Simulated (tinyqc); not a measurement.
# Changing the mass of the ion at fixed atomic number

Model: ion implantation: universal nuclear stopping, Lindhard-Scharff electronic stopping and a Gaussian range profile. Computed by tinyqc, a small Python program. Command: `OMP_NUM_THREADS=1 python tinyqc.py 3027155 3027156 out.jsonl implant sweep`. One thread of a shared host (Intel(R) Xeon(R) Processor @ 2.30GHz), about 0.1 s of CPU time with the checks.

An ion slows by elastic collisions with screened nuclei and by friction with electrons; channelling is ignored and the target is uniform.

Inputs (values chosen for the exercise, modelled on germanium ions in diamond):
```
quantity,value,unit
ion atomic number Z1,32,-
target atomic number Z2,6,-
target mass M2,12.01,u
target density N,176.3,1/nm^3
ion energy E,220,keV
scale factor of electronic stopping k,1.1,-
```

Method:
- Reduced energy eps = 32.53 M2 E/(Z1 Z2 (M1 + M2)(Z1^0.23 + Z2^0.23)), E in keV; s_n = ln(1 + 1.1383 eps)/(2 (eps + 0.01321 eps^0.21226 + 0.19593 eps^0.5)) for eps up to 30 and ln(eps)/(2 eps) above; S_n = 8.462 Z1 Z2 M1 s_n/((M1 + M2)(Z1^0.23 + Z2^0.23)) in 1e-15 eV cm^2.
- S_e = k 3.83 Z1^(7/6) Z2/(Z1^(2/3) + Z2^(2/3))^(3/2) sqrt(E/M1) in 1e-15 eV cm^2, E in keV.
- Path length R = int_0^E dE'/(N (S_n + S_e)); energy lost to nuclei nu = int_0^E S_n/(S_n + S_e) dE' (both with E' = E y^3 and 64 Gauss-Legendre points in y).
- Estimates of Lindhard type: R_p = R/(1 + M2/(3 M1)), straggle dR_p = (2/3) R_p sqrt(M1 M2)/(M1 + M2).

One run for each value:
```
ion mass M1 (u),projected range R_p (nm),path length R (nm),straggle dR_p (nm),energy lost to nuclei nu (keV)
37.0,79.198,87.767,22.710,148.87
46.6,79.268,86.078,21.331,158.00
74.0,79.301,83.591,18.324,172.80
93.2,79.624,83.044,16.880,178.59
117.0,80.319,83.067,15.558,183.40
148.0,81.530,83.735,14.321,187.58
```

Give the missing row, ion mass M1 (u) = 58.7.

Computed row:
```
ion mass M1 (u)  projected range R_p (nm)  path length R (nm)  straggle dR_p (nm)  energy lost to nuclei nu (keV)
58.7                               79.236              84.640              19.836                          165.96
```

Interpolating between the two neighbouring rows (linearly) misses most in energy lost to nuclei nu (keV), by 0.85 %. Over the rows, projected range R_p (nm) lies between 79.2 and 81.5 without a single trend; path length R (nm) goes from 87.8 through a minimum among these rows, 83.0 at 93.2, to 83.7; straggle dR_p (nm) falls from 22.7 to 14.3 (exponent d ln y / d ln x -0.27 between the first rows and -0.35 between the last). R_p/R goes from 0.90 to 0.97: a heavier ion is deflected less. The masses are formal and span far more than real isotopes.

Extremes, crossings and ranges named in words are read from the listed rows.
